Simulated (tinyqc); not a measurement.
Inside a calculation. Model: van der Pauw, Hall and four-point-probe measurements on a doped layer.

Program tinyqc, `OMP_NUM_THREADS=1 python tinyqc.py 2850160 2850161 out.jsonl`; Intel Xeon 2.30GHz, shared host, one thread, about 0.01 s. Printed values are rounded.

A uniform p-type layer with sheet resistance Rs = 1/(q ns mu), point contacts, low field (mu B small).

Parameters, values chosen for the exercise:
```
symbol,value,unit,meaning
ns,1.4e14,cm^-2,sheet density of the layer
mu,50,cm^2/(V s),drift mobility
rH,1.1,,Hall factor
B,2,T,magnetic field
I,50,uA,current
ar,1.54,,side ratio a/b of a rectangular sample with corner contacts
t,15,nm,thickness of the layer
```

Constants: q = 1.602176634e-19 C. Results are converted to the units shown.

## Resistances and Hall voltage

Rs = 1/(q ns mu). For a rectangle with contacts at the corners, RA = (8 Rs/pi) sum_(k>=0) ln coth((2k + 1) pi a/(2 b)) with current along a short side b and voltage along the opposite one, RB the same with a and b exchanged; Hall voltage VH = rH B I/(q ns), negative for electrons.

Rs = 891.644 ohm/square
RA = 35.9798 ohm
RB = 603.994 ohm
VH = 0.490404 mV

RB/RA = 16.8; for a square both equal Rs ln 2/pi = 197 ohm.

## Starting value

z = 2 ln 2/(pi (RA + RB)), exact for RA = RB.

z at the start = 0.689514 mS

## Iteration 1: new z

The van der Pauw equation exp(-pi RA z) + exp(-pi RB z) = 1 is solved for z = 1/Rs: e1 = exp(-pi RA z), e2 = exp(-pi RB z), f = e1 + e2 - 1, f' = -pi (RA e1 + RB e2), z(new) = z - f/f'.

e1 = 0.925021
e2 = 0.270264
f = 0.195285
f' = -0.617386 kohm
z after iteration 1 = 1.00582 mS

## Iteration 2: new z

As before.

e1 = 0.892533
e2 = 0.148294
f = 0.0408271
f' = -0.382276 kohm
z after iteration 2 = 1.11262 mS

## Iteration 3: new z

As before.

e1 = 0.881823
e2 = 0.121091
f = 0.00291420
f' = -0.329447 kohm
z after iteration 3 = 1.12147 mS

## Course of the iteration

Stop when the step is below 1e-10 mS, or after 40 iterations.

Course of the iteration:
```
iteration  z before the step (mS)  step (mS)
1                        0.689514      0.316
2                         1.00582      0.107
3                         1.11262    8.85e-3
4                         1.12147    5.35e-5
5                         1.12152    1.93e-9
6                         1.12152          0
```

Converged in 6 iterations.

## Sheet density, mobility and bulk values

converged z = 1.12152 mS

Rs = 1/z; Hall sheet density B I/(q |VH|); Hall mobility |VH|/(Rs B I); true values ns = rH times the Hall density, mu = Hall mobility/rH; bulk density ns/t, resistivity Rs t; correction factor F = Rs/[(pi/ln 2)(RA + RB)/2].

Rs = 891.644 ohm/square
Hall sheet density = 1.27273e14 cm^-2
Hall mobility = 55 cm^2/(V s)
ns = 1.4e14 cm^-2
mu = 50 cm^2/(V s)
bulk density = 9.33333e19 cm^-3
resistivity = 0.00133747 ohm cm
F = 0.614801

Taking the mean of RA and RB without F would overstate Rs by 63 %.
